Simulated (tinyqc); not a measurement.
Metal-interlayer-semiconductor contact, depinning against tunnelling resistance: two steps of the calculation.

Zero bias, n-type semiconductor. Gap states at the semiconductor surface thin out as exp(-be ti), which unpins the barrier; electrons must then cross the interlayer (a rectangular barrier, no voltage drop across it) and the parabolic depleted layer, both by WKB. Energies E are counted from the Fermi level; no image force, parabolic bands.

Parameters, values chosen for the exercise; semiconductor values close to those of germanium; interlayer mass of the order of that in silicon nitride, offset chosen freely: temperature T = 400 K; band gap Eg = 0.641 eV; relative permittivity eps_r = 16.2; electron affinity chi = 4.09 eV; conduction-band density of states at T Nc = 1.6e19 cm^-3; tunnelling mass in the semiconductor mt = 0.123 m0; Richardson mass mA = 1.06 m0; donor density Nd = 3.8e18 cm^-3; charge-neutrality level above the valence band E0 = 0.092 eV; pinning factor without interlayer S0 = 0.052; metal work function phiM = 4.04 eV; interlayer thickness ti = 1.5 nm; conduction-band offset of the interlayer above the semiconductor dE = 2.13 eV; tunnelling mass in the interlayer mi = 0.45 m0; decay constant of gap states through the interlayer be = 1.8 1/nm.

Constants: q = 1.602176634e-19 C, kB = 1.380649e-23 J/K, eps0 = 8.8541878128e-12 F/m, hbar = 1.054571817e-34 J s, h = 6.62607015e-34 J s, m0 = 9.1093837015e-31 kg, Vt = kB T/q, hbar^2/(2 m0) = 0.0380998212 eV nm^2. Results are converted to the units shown.

Task 1. Pinning, barrier and scales. S = 1/(1 + (1/S0 - 1) exp(-be ti)); phiB = S (phiM - chi) + (1 - S)(Eg - E0); xi = Ec - EF deep inside, from Nd = Nc F(-xi/Vt), F(x) = (2/sqrt(pi)) int_0^infinity sqrt(u) du/(1 + exp(u - x)); band bending U = phiB - xi; E00 = (hbar/2) sqrt(Nd/(eps0 eps_r mt m0)) in volts; A = 4 pi q mA m0 kB^2/h^3.

Give: S; phiB; xi; U; E00; A.

Result 1.

S = 0.4494
phiB = 0.2798 eV
xi = 0.04667 eV
U = 0.2331 eV
E00 = 0.02564 eV
A = 127.4 A/(cm^2 K^2)

Task 2. Exponents and integrand on an energy grid. With U = phiB - xi: for xi < E < phiB, y = (E - xi)/U and G1 = (U/E00) [sqrt(1 - y) - y ln((1 + sqrt(1 - y))/sqrt(y))], G1 = 0 above phiB; G2 = 2 ti sqrt(mi max(phiB + dE - E, 0)/C), C = hbar^2/(2 m0); f = 1/(1 + exp(E/Vt)); integrand exp(-G1 - G2) f.

```
point,E (eV)
0,0.05
1,0.07688
2,0.10375
3,0.13062
4,0.1575
5,0.18438
6,0.21125
7,0.23812
8,0.265
9,0.29188
10,0.31875
11,0.34562
12,0.3725
13,0.39938
14,0.42625
15,0.45312
16,0.48
```

phiB = 0.27981170 eV
xi = 0.046667891 eV
E00 = 0.025639470 eV

Find: G1; G2; f; integrand.

Result 2.

```
point,G1,G2,f,integrand (1e-10)
0,8.6623,15.838,0.18991,0.0435
1,6.5030,15.748,0.097055,0.2107
2,4.9432,15.657,0.046980,0.5315
3,3.6773,15.565,0.022108,0.9719
4,2.6238,15.473,0.010259,1.4180
5,1.7474,15.381,0.0047299,1.7229
6,1.0322,15.287,0.0021748,1.7778
7,0.4762,15.194,9.9859e-4,1.5632
8,0.0983,15.099,4.5809e-4,1.1498
9,0.0000,15.005,2.1008e-4,0.6397
10,0.0000,14.909,9.6357e-5,0.3228
11,0.0000,14.813,4.4194e-5,0.1630
12,0.0000,14.716,2.0263e-5,0.0823
13,0.0000,14.619,9.2903e-6,0.0416
14,0.0000,14.521,4.2607e-6,0.0210
15,0.0000,14.422,1.9541e-6,0.0107
16,0.0000,14.323,8.9591e-7,0.0054
```

Range of the model: The depletion charge would drop about 0.14 V across such an interlayer (eps_r near 7.5) at ti = 1.5 nm and Nd = 3.8e18 cm^-3, against a band bending of 0.23 V; this model leaves that drop out.

Computed by the program tinyqc: `OMP_NUM_THREADS=1 python tinyqc.py 2270073 2270074 out.jsonl`, one thread of a shared Intel Xeon 2.30GHz, about 0.02 s for the whole run.
